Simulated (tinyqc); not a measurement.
From results back to parameters: core-shell quantum dot (spherical envelope functions). Two cases, with inputs chosen for the exercise.

Problem. The lowest electron level was computed from a hidden shell thickness H.

Parabolic bands; strain and other valleys are left out. s states, u = r psi, hard wall at R + H, c = hbar^2/2m0, energies from the band edges of the core. Core: u = sin(k1 r)/k1, k1 = sqrt(m1 E/c). At R, psi and psi'/m are continuous, so u is continuous and its slope in the shell is s = u/R + (m2/m1)(u' - u/R). Shell: u(R + x) = u(R) cos(k2 x) + s sin(k2 x)/k2, k2 = sqrt(m2 (E - V)/c); for negative arguments the functions turn into sinh and cosh. A level has u(R + H) = 0.

Constants: hbar^2/2m0 = 3.80998211 eV angstrom^2.

Case 1.

Values chosen (near those of a GaAs/AlGaAs core-shell dot; the results hold for these values, not for the real material):
- R = 12 angstrom (core radius)
- Vc = 0.255 eV (conduction edge of the shell above that of the core)
- me1 = 0.067 m0 (electron, core)
- me2 = 0.093 m0 (electron, shell)

E_e = 0.4563233 eV

Case 2.

Values chosen (near those of an InAs/InP core-shell dot; the results hold for these values, not for the real material):
- R = 14 angstrom (core radius)
- Vc = 0.46 eV (conduction edge of the shell above that of the core)
- me1 = 0.031 m0 (electron, core)
- me2 = 0.077 m0 (electron, shell)

E_e = 1.4518399 eV

Find: u(R); s; H.

Solution. u(R) and s follow from E_e; u(R + H) = 0 gives tan(k2 H) = -k2 u(R)/s, with the first positive root.

Case 1.

u(R) = 9.819 angstrom
s = 0.3429
H = 29.0 angstrom

Case 2.

u(R) = 9.190 angstrom
s = -0.8519
H = 7.0 angstrom

Computed by tinyqc, one run a case: `OMP_NUM_THREADS=1 python tinyqc.py N N+1 out.jsonl` with N = 1250533, 1250625; one thread of a shared Intel(R) Xeon(R) Processor @ 2.30GHz, about 0.04 s a run at most.
